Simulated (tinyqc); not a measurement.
Inputs raised by 5 %, one at a time: Born-von Karman spring model of a cubic crystal with one atom per cell. Computed by tinyqc, a small Python program. Command: `OMP_NUM_THREADS=1 python tinyqc.py 3008921 3008922 out.jsonl springs sens`. One thread of a shared host (Intel(R) Xeon(R) Processor @ 2.30GHz), about 0.2 s of CPU time with the checks.

First neighbours lie at a/2 (1,1,1) (8 of them), second at a (1,0,0) (6), with all permutations and signs; the volume per atom is Omega = a^3/2.

Inputs (values chosen for the exercise, for a model crystal): lattice constant a = 3.76 angstrom; atomic mass M = 49.8 u; radial spring k1L = 0.621 eV/angstrom^2; transverse spring k1T = 0.011 eV/angstrom^2; radial spring k2L = 0.19 eV/angstrom^2; transverse spring k2T = -0.0098 eV/angstrom^2; mesh divisions n = 6; temperature T = 300 K.

Lattice: bcc.

Constants: 1 eV/angstrom^3 = 160.2176634 GPa; u = 1.6605390666e-27 kg; nu for 1 eV/(angstrom^2 u) = 15.6333042 THz; h x 1 THz = 4.135667696 meV; k_B = 8.617333262e-05 eV/K; hbar^2/u = 4.18015928e-03 eV angstrom^2; hbar = 1.054571817e-34 J s; k_B = 1.380649e-23 J/K.

Method:
- [ij,kl] = (1/(2 Omega)) sum_R K_ij R_k R_l; C11 = [xx,xx], C44 = [xx,yy], C12 = 2 [xy,xy] - C44; B = (C11 + 2 C12)/3; Zener ratio A = 2 C44/(C11 - C12). K(R) = kL n n^T + kT (1 - n n^T).
- rho = M/Omega and v = sqrt(C/rho), with C = C11, C44, C44 along [100]; (C11 + C12 + 2 C44)/2, C44, (C11 - C12)/2 along [110]; (C11 + 2 C12 + 4 C44)/3 and twice (C11 - C12 + C44)/3 along [111].
- A neighbour at R with unit vector n couples by the matrix K(R) = kL n n^T + kT (1 - n n^T), and D(q) = (1/M) sum_R K(R) [1 - cos(q.R)].
- An eigenvalue lambda of D in eV/(angstrom^2 u) gives nu = 15.6333042 THz x sqrt(lambda).
- Take the highest frequency at H = (1, 0, 0) (2 pi/a).
- Mesh: q = sum_i (m_i + 1/2)/n b_i, m_i = 0..n-1, with b = [[0, 1, 1], [1, 0, 1], [1, 1, 0]] in 2 pi/a; sums are averages over the n^3 points, per atom.
- With x = h nu/(k_B T) and n = 1/(exp(x) - 1) for each mode: F = k_B T [x/2 + ln(1 - exp(-x))], U = k_B T x (n + 1/2), S/k_B = x n - ln(1 - exp(-x)), C/k_B = x^2 n (n + 1).
- <u_x^2> = (1/3) sum over modes of hbar^2/(2 M h nu) coth(x/2); zero-point energy = sum h nu/2. <u_x^2> converges slowly with the mesh, from below, with an error of order 1/n.
- Christoffel matrix G_xx = C11 n_x^2 + C44 (1 - n_x^2), G_xy = (C12 + C44) n_x n_y, with eigenvalues rho v^2; v_m^-3 is the mean of v^-3 over three branches and all directions (12 Gauss-Legendre points in cos(theta) times 24 angles phi = (j + 1/2) pi/12); q_D = (6 pi^2/Omega)^(1/3); Theta = hbar v_m q_D/k_B.

Runs; columns: (1) input moved; (2) from; (3) to; (4) C11 (GPa); (5) highest frequency at H (THz); (6) elastic Debye temperature (K); (7) zero-point energy (meV/atom):
```
(1)                                      (2)      (3)     (4)     (5)     (6)     (7)
base run                                   -        -  34.458  4.1024  225.70  18.959
lattice constant a (angstrom)           3.76    3.948  32.817  4.1024  225.70  18.959
atomic mass M (u)                       49.8    52.29  34.458  4.0036  220.26  18.502
radial spring k1L (eV/angstrom^2)      0.621  0.65205  35.340  4.2003  228.80  19.326
radial spring k2L (eV/angstrom^2)       0.19   0.1995  35.268  4.1024  228.02  19.057
transverse spring k1T (eV/angstrom^2)  0.011  0.01155  34.489  4.1059  226.06  18.975
temperature T (K)                        300      315  34.458  4.1024  225.70  18.959
```

Exponents ln(y'/y) / ln(x'/x):
```
input                     C11  highest frequency at H  elastic Debye temperature  zero-point energy
lattice constant a     -1.000                   0.000                      0.000              0.000
atomic mass M           0.000                  -0.500                     -0.500             -0.500
radial spring k1L       0.518                   0.483                      0.280              0.393
radial spring k2L       0.476                   0.000                      0.209              0.106
transverse spring k1T   0.019                   0.018                      0.033              0.017
temperature T           0.000                   0.000                      0.000              0.000
```

Which inputs matter most for each result?

Among the inputs moved here: C11 answers most in size to lattice constant a (exponent -1.000), next to radial spring k1L (+0.518); its exponent is below 0.0005 for atomic mass M, temperature T. Its exponent -1.000 in lattice constant a: at fixed springs C scales as k/a. Highest frequency at H answers most in size to atomic mass M (exponent -0.500), next to radial spring k1L (+0.483); its exponent is below 0.0005 for lattice constant a, radial spring k2L, temperature T. Its exponent -0.500 in atomic mass M: every frequency scales as M^(-1/2). Elastic Debye temperature answers most in size to atomic mass M (exponent -0.500), next to radial spring k1L (+0.280); its exponent is below 0.0005 for lattice constant a, temperature T. Its exponent 0.000 in lattice constant a: v_m grows as a and q_D falls as 1/a. Its exponent -0.500 in atomic mass M: frequencies scale as M^(-1/2). Zero-point energy answers most in size to atomic mass M (exponent -0.500), next to radial spring k1L (+0.393); its exponent is below 0.0005 for lattice constant a, temperature T. Its exponent -0.500 in atomic mass M: frequencies scale as M^(-1/2).
